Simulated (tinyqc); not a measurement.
Dopant redistribution at a moving silicon-oxide interface during parabolic oxidation. From ratio C_s/C_B back to segregation coefficient m = C(silicon)/C(oxide). Computed by tinyqc, a small Python program. Command: `OMP_NUM_THREADS=1 python tinyqc.py 3004835 3004836 out.jsonl segox inv`. One thread of a shared host (Intel(R) Xeon(R) Processor @ 2.30GHz), about 0.01 s of CPU time with the checks.

Uniformly doped silicon is oxidised with x_ox = sqrt(B t); the interface advances into the silicon by alpha x_ox, alpha = 0.44. The dopant does not move in the oxide, and at the interface C(silicon) = m C(oxide).

Inputs (values chosen for the exercise, modelled on boron in silicon under dry oxygen):

| quantity | value | unit |
|---|---|---|
| dopant prefactor D0 | 0.997 | cm^2/s |
| dopant activation energy E | 3.49 | eV |
| oxidation prefactor B0 | 714 | um^2/h |
| oxidation activation energy E_B | 1.24 | eV |
| bulk doping C_B | 3.5e+15 | 1/cm^3 |
| temperature T | 1075 | C |
| time t | 6.5 | h |

Constants: k_B = 8.617333262e-05 eV/K.

Method:
- D = D0 exp(-E/(k_B T)), converted with 1 cm^2/s = 3.6e11 um^2/h; B = B0 exp(-E_B/(k_B T)); s = alpha sqrt(B/(4 D)), the interface advance over 2 sqrt(D t).
- Temperatures in kelvin are T(C) + 273.15.
- With the dopant diffusivity D and s = alpha x_ox/(2 sqrt(D t)), in the silicon C = C_B + (C_s - C_B) erfc(y/(2 sqrt(D t)))/erfc(s), y from the original surface. Dopant balance at the interface gives C_s/C_B = 1/[1 + (1/(m alpha) - 1) g], g = sqrt(pi) s exp(s^2) erfc(s).

Problem. A run gave the result below. Find the segregation coefficient m = C(silicon)/C(oxide), known to lie between 0.17 and 0.57.

ratio C_s/C_B = 0.4067878

Solution.

Each step takes the trial c = (a f_b - b f_a)/(f_b - f_a), f being the result less the target and a, b, c the logarithms of the listed values; c replaces end b, the old b replaces a if the sign of f changed, and otherwise f_a is halved.

Scan of the range:

| segregation coefficient m = C(silicon)/C(oxide) | ratio C_s/C_B |
|---|---|
| 0.170 | 0.255352 |
| 0.208 | 0.299372 |
| 0.254 | 0.347972 |
| 0.311 | 0.402066 |
| 0.381 | 0.460701 |
| 0.466 | 0.522444 |
| 0.570 | 0.586757 |

False position (Illinois rule, in the logarithm of the input) inside the bracket:

| step | end a | end b | trial | ratio C_s/C_B |
|---|---|---|---|---|
| 1 | 0.311000 | 0.381000 | 0.316126 | 0.406634 |
| 2 | 0.381000 | 0.316126 | 0.316294 | 0.406783 |
| 3 | 0.381000 | 0.316294 | 0.316305 | 0.406792 |
| 4 | 0.316294 | 0.316305 | 0.316300 | 0.406788 |

Ratio C_s/C_B rises at every point of a 13-point scan of the range (every second point is shown), so one value fits; it is bracketed by 0.311 and 0.381. Answer: segregation coefficient m = C(silicon)/C(oxide) = 0.3163.

Caution: parabolic growth needs an oxide much thicker than the Deal-Grove length A, which fails for thin films and low temperatures; oxidation-enhanced or retarded diffusion is ignored.
